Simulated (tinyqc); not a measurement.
Inside a calculation (part 2 of 2). Method: RHF in the sto-3g basis, for BeH2, spin multiplicity 1. Computed by tinyqc, a small Python program that keeps every step (integrals from PySCF). Command: `OMP_NUM_THREADS=1 python tinyqc.py 29052 29053 out.jsonl` (the two numbers bound the seeds that draw the settings). One thread of a shared host (Intel(R) Xeon(R) Processor @ 2.60GHz), about 0.1 s of CPU time with the checks.

Geometry (angstrom):
```
atom        x         y        z
Be    0.00000   0.00000  0.00000
H     0.00000   1.45700  0.17900
H     0.00000  -1.49000  0.18300
```

## Convergence

Stop when the energy changes by less than 1e-09 hartree and every element of the error matrix X^T (F D S - S D F) X is below 9e-06.

Course of the cycle:
```
iteration  E (hartree)     change  largest element of the error matrix
1          -15.3293835          -                             2.75e-01
2          -15.3559153  -2.65e-02                             1.92e-01
3          -15.3904825  -3.46e-02                             1.34e-01
4          -15.4232578  -3.28e-02                             1.02e-01
5          -15.4508289  -2.76e-02                             8.43e-02
6          -15.4726452  -2.18e-02                             6.94e-02
7          -15.4892967  -1.67e-02                             5.66e-02
8          -15.5017171  -1.24e-02                             4.58e-02
9          -15.5108387  -9.12e-03                             3.69e-02
10         -15.5174651  -6.63e-03                             2.95e-02
11         -15.5222413  -4.78e-03                             2.35e-02
12         -15.5256638  -3.42e-03                             1.87e-02
13         -15.5281056  -2.44e-03                             1.48e-02
14         -15.5298418  -1.74e-03                             1.17e-02
...                ...        ...                                  ...
39         -15.5340236  -2.54e-07                             2.55e-05
40         -15.5340237  -1.78e-07                             1.99e-05
41         -15.5340239  -1.25e-07                             1.56e-05
42         -15.5340240  -8.74e-08                             1.22e-05
43         -15.5340240  -6.12e-08                             9.51e-06
44         -15.5340241  -4.28e-08                             7.44e-06
45         -15.5340241  -3.00e-08                             5.82e-06
46         -15.5340241  -2.10e-08                             4.55e-06
47         -15.5340241  -1.47e-08                             3.56e-06
48         -15.5340241  -1.03e-08                             2.79e-06
49         -15.5340241  -7.21e-09                             2.18e-06
50         -15.5340241  -5.04e-09                             1.71e-06
51         -15.5340242  -3.53e-09                             1.34e-06
52         -15.5340242  -2.47e-09                             1.05e-06
```

PySCF RHF in the same basis = -15.5340242 hartree

Not converged within the cap of 52 iterations: the residual falls steadily but slowly, by a factor of about 0.78 a step. Reruns (cap 100 unless said): DIIS 8: converged in 7; damping 0.5: converged in 30; level shift 0.5: converged in 20; atomic densities as start, DIIS 8: converged in 7; the original settings with a cap of 400: converged in 55.
